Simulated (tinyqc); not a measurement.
Frequency dispersion of an accumulation capacitance by border traps, distributed model: capacitance and loss against frequency.

Traps spread evenly through the insulator exchange electrons with the semiconductor by tunnelling, with tau(x) = t0 exp(2 ka x) at depth x from the interface. The admittance per area Y seen at depth x obeys dY/dx = -Y^2/(i w eps0 eox) + q Nb ln(1 + i w tau)/tau, with Y(0) = i w Cs and w = 2 pi f; the gate sees Y(tox) = G + i w C. Working variable y = Y/(i w), in uF/cm^2. Cox = eps0 eox/tox.

Cox; trap-free value 1/(1/Cox + 1/Cs); response depth d = ln(1/(w t0))/(2 ka), where w tau = 1; lumped estimate: all traps within d act as C_bt = q Nb d placed at d/2, so C = 1/{1/[1/(1/Cs + d/(2 eps0 eox)) + C_bt] + (tox - d/2)/(eps0 eox)}. C and G from a fine integration; dispersion -d C/d log10 f over C, from f times and over 1.1. For a broad spread of time constants G/w is close to -(pi/2) dC/d ln w.

Inputs (values chosen for the exercise); permittivity close to that of hafnium oxide: relative permittivity of the insulator eox = 19.4; insulator thickness tox = 7.6 nm; semiconductor capacitance in accumulation Cs = 0.55 uF/cm^2; density of border traps Nb = 7.2e19 cm^-3 eV^-1; decay constant of the wave function in the insulator ka = 3.8 1/nm; time constant of a trap at the interface t0 = 1e-10 s.

Constants: q = 1.602176634e-19 C, eps0 = 8.8541878128e-14 F/cm where lengths are in cm. Results are converted to the units shown.

The same in every row: trap-free C (uF/cm^2) = 0.4424.

Results:
```
f (Hz)  d (nm)  C (uF/cm^2)  G/w (uF/cm^2)  dispersion (% a decade)  -(pi/2) dC/d ln w (uF/cm^2)  lumped C (uF/cm^2)
10       2.485        1.597        0.06908                    6.327                      0.06894               1.505
100      2.182        1.496        0.06987                    6.831                      0.06970               1.414
10000    1.576        1.285        0.07500                    8.524                      0.07474               1.218
1e5      1.273        1.172        0.07993                    9.951                      0.07958               1.107
1e6     0.9701        1.051        0.08710                    12.09                      0.08663              0.9839
1e7     0.6671       0.9169        0.09725                    15.47                      0.09676              0.8444
```

Estimate the missing row, f = 1000 Hz.

Computed row:
```
f (Hz)  d (nm)  C (uF/cm^2)  G/w (uF/cm^2)  dispersion (% a decade)  -(pi/2) dC/d ln w (uF/cm^2)  lumped C (uF/cm^2)
1000     1.879        1.392        0.07176                    7.534                      0.07156               1.319
```

With this row back in the table: C falls from 1.597 to 0.9169 uF/cm^2, towards the trap-free 0.4424; each decade of frequency removes ln 10/(2 ka) = 0.303 nm from the response depth. The dispersion rises from 6.33 to 15.5 % a decade and G/w rises from 0.0691 to 0.0972 uF/cm^2. G/w lies between 1.00 and 1.01 times -(pi/2) dC/d ln w, the relation for a broad spread of time constants.

tinyqc, about 0.5 s, one thread, Intel Xeon 2.30GHz (shared host): `OMP_NUM_THREADS=1 python tinyqc.py 2202227 2202228 out.jsonl`
